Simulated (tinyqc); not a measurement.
# Ferroelectric with a first-order transition, Landau-Devonshire energy, step by step

Numbers from tinyqc (`OMP_NUM_THREADS=1 python tinyqc.py 2860022 2860023 out.jsonl`; about 0.01 s on one thread of a shared Intel Xeon 2.30GHz). Printed values are rounded.

One domain with free energy u = al P^2 + be P^4 + ga P^6 - E P, al = a0 (T - T0), be < 0 < ga (P in uC/cm^2, E in kV/cm, u in mJ/cm^3). Equilibrium: E = 2 al P + 4 be P^3 + 6 ga P^5; a state is stable against small changes where dE/dP > 0. The coercive field is that of uniform switching, which real films, switching by domains, do not reach.

Inputs (values chosen for the exercise): slope of the quadratic coefficient a0 = 0.025 kV cm/(uC K); Curie-Weiss temperature T0 = 600 K; quartic coefficient be = -0.00013 kV cm^5/uC^3; sixth-order coefficient ga = 3.3e-8 kV cm^9/uC^5; temperature T = 580 K; applied field Ea = 84 kV/cm.

Constants: eps0 = 8.8541878128e-14 F/cm where lengths are in cm. Results are converted to the units shown.

## Spontaneous polarisation, coercive field and susceptibility

Ps^2 = [-be + sqrt(be^2 - 3 al ga)]/(3 ga); Pc^2 = [-3 be + sqrt(9 be^2 - 15 al ga)]/(15 ga), Ec = -E(Pc); susceptibility chi = 1/(eps0 dE/dP).

al = -0.5 kV cm/uC
Ps = 62.5778 uC/cm^2
u(Ps) at E = 0 = -1969.84 mJ/cm^3
Pc = 45.4415 uC/cm^2
Ec = 55.8705 kV/cm
chi at Ps = 1399.06

## Transition temperatures

TC = T0 + be^2/(4 a0 ga), where u(Ps) = u(0); T1 = T0 + be^2/(3 a0 ga), where the polar minimum disappears. At TC the polarisation jumps from sqrt(-be/(2 ga)) to zero, with latent heat TC a0 Ps^2.

TC = 605.121 K
T1 = 606.828 K
jump of P = 44.3813 uC/cm^2
latent heat = 29.7976 J/cm^3

Thermal hysteresis can span T0 to T1, 6.83 K.

## Iteration 1: polarisation on the upper branch by Newton steps

P at the start = 75.1 uC/cm^2

f = 2 al P + 4 be P^3 + 6 ga P^5 - Ea, f' = 2 al + 12 be P^2 + 30 ga P^4, P(new) = P - f/f'.

f = 93.6504 kV/cm
f' = 21.6932 kV cm/uC
P after iteration 1 = 70.7830 uC/cm^2

## Iteration 2: polarisation on the upper branch by Newton steps

As before.

f = 12.6154 kV/cm
f' = 16.0354 kV cm/uC
P after iteration 2 = 69.9962 uC/cm^2

## Course of the iteration: polarisation on the upper branch by Newton steps

Stop when P changes by less than 1e-10 uC/cm^2, or after 40 iterations. The rule counts as met only at the stable state of positive P.

Course of the iteration:
```
iteration  P (uC/cm^2)  |change| (uC/cm^2)
1              70.7830                4.32
2              69.9962               0.787
3              69.9723              0.0239
4              69.9723             2.16e-5
5              69.9723            1.76e-11
```

Converged in 5 iterations. At the end the number of correct digits about doubles with each step. There chi = 748.
